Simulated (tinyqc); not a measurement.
Leakage through a gate insulator: direct, Fowler-Nordheim, trap-assisted and Poole-Frenkel currents: one step, computed by the program tinyqc.

Electrons enter from the cathode Fermi level at x = 0; the conduction band of the insulator lies phi_b - e F x above it, F = V/t. WKB exponents use a parabolic band with mass m.

Problem. Poole-Frenkel bound. Poole-Frenkel emission over the lowered barrier of a charged trap: lowering sqrt(e F/(pi eps_opt eps_0)); J_PF = e N_t^(2/3) nu_0 exp(-(phi_t - lowering)/k_B T), one sheet of traps emitting with supply unlimited (an upper bound).

Inputs (values chosen for the exercise, with an insulator like SiO2):
```
quantity                          value   unit
thickness t                         3.1     nm
optical constant eps_opt           2.08      -
voltage across the insulator V      2.2      V
trap depth phi_t                    1.7     eV
trap density N_t                1.6e+17  cm^-3
attempt rate nu_0                 1e+13    1/s
temperature T                       400      K
```

Constants: e = 1.602176634e-19 C; eps_0 = 8.8541878128e-12 F/m; k_B = 8.617333262e-05 eV/K.

Give: barrier lowering; Poole-Frenkel bound J_PF.

Solution.

barrier lowering = 1.4019 eV

Poole-Frenkel bound J_PF = 82.742 A/cm^2

Caution: the film is too thin for the Poole-Frenkel picture (the lowering is a large part of the whole drop, or the traps are further apart than the film is thick), so J_PF is only nominal.
